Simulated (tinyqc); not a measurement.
Free and trapped electrons in a MOS channel with a dense trap tail: two steps of the calculation.

p-type body, charge-sheet picture, full ionisation (an idealisation for deep acceptors), Boltzmann statistics for free electrons. e = Ec - EF at the surface. Acceptor-like traps of density D(E) = D0 + De exp(-E/Ew) at depth E below Ec, from 0 to Eu, hold n_t = integral of D(E)/(1 + exp((e - E)/Vt)). psi = Eg - Vt ln(Nv/Na) - e; N_dep = sqrt(2 eps0 eps_r Na (psi - Vt)/q); n_f = sqrt(N_dep^2 + 2 eps0 eps_r Vt Nc exp(-e/Vt)/q) - N_dep; Vg = Vfb + psi + q (N_dep + n_t + n_f)/Cox, Cox = eps0 eox/tox.

Inputs (values chosen for the exercise); band and dielectric values close to those of 4H silicon carbide: temperature T = 300 K; band gap Eg = 3.23 eV; relative permittivity eps_r = 9.8; conduction-band density of states at T Nc = 1.69e19 cm^-3; valence-band density of states at T Nv = 2.55e19 cm^-3; relative permittivity of the insulator eox = 3.9; insulator thickness tox = 58 nm; acceptor density Na = 1.1e17 cm^-3; flat-band voltage without trapped charge Vfb = -2.42 V; constant background density of acceptor-like traps D0 = 1.4e11 cm^-2 eV^-1; density of the tail at the conduction edge De = 3.2e12 cm^-2 eV^-1; decay energy of the tail Ew = 0.09 eV; depth below Ec down to which the traps reach Eu = 0.91 eV; mobility of free electrons mf = 60 cm^2/(V s); Ec - EF at the surface e = 0.071 eV.

Constants: q = 1.602176634e-19 C, kB = 1.380649e-23 J/K, Vt = kB T/q, eps0 = 8.8541878128e-14 F/cm where lengths are in cm. Results are converted to the units shown.

Question 1. Trapped charge. Trapezoid rule on 16 equal steps from 0 to Eu, f = 1/(1 + exp((e - E)/Vt)).

Find: E; D(E) f; n_t.

Answer 1.

```
point   E (eV)  D(E) f (cm^-2 eV^-1)
0            0              2.014e11
1      0.05688              6.751e11
2       0.1138              8.765e11
3       0.1706              6.077e11
4       0.2275              3.945e11
5       0.2844              2.757e11
6       0.3412              2.122e11
7       0.3981              1.784e11
8       0.4550              1.604e11
9       0.5119              1.508e11
10      0.5687              1.458e11
11      0.6256              1.431e11
12      0.6825              1.416e11
13      0.7394              1.409e11
14      0.7963              1.405e11
15      0.8531              1.402e11
16      0.9100              1.401e11
```

n_t = 2.590e11 cm^-2

Question 2. Charges and gate voltage. psi, N_dep, n_f and Vg as defined, with the n_t given; free share n_f/(n_f + n_t); apparent mobility mf n_f/(n_f + n_t); gate voltage spent on traps q n_t/Cox.

n_t = 2.5901603e11 cm^-2

Give: psi; N_dep; n_f; Vg; free share; apparent mobility; gate voltage spent on traps.

Answer 2.

psi = 3.018 V
N_dep = 1.888e12 cm^-2
n_f = 7.876e10 cm^-2
Vg = 6.588 V
free share = 23.32 %
apparent mobility = 13.99 cm^2/(V s)
gate voltage spent on traps = 0.6970 V

Computed by the program tinyqc: `OMP_NUM_THREADS=1 python tinyqc.py 2222103 2222104 out.jsonl`, one thread of a shared Intel Xeon 2.30GHz, about 0.02 s for the whole run.
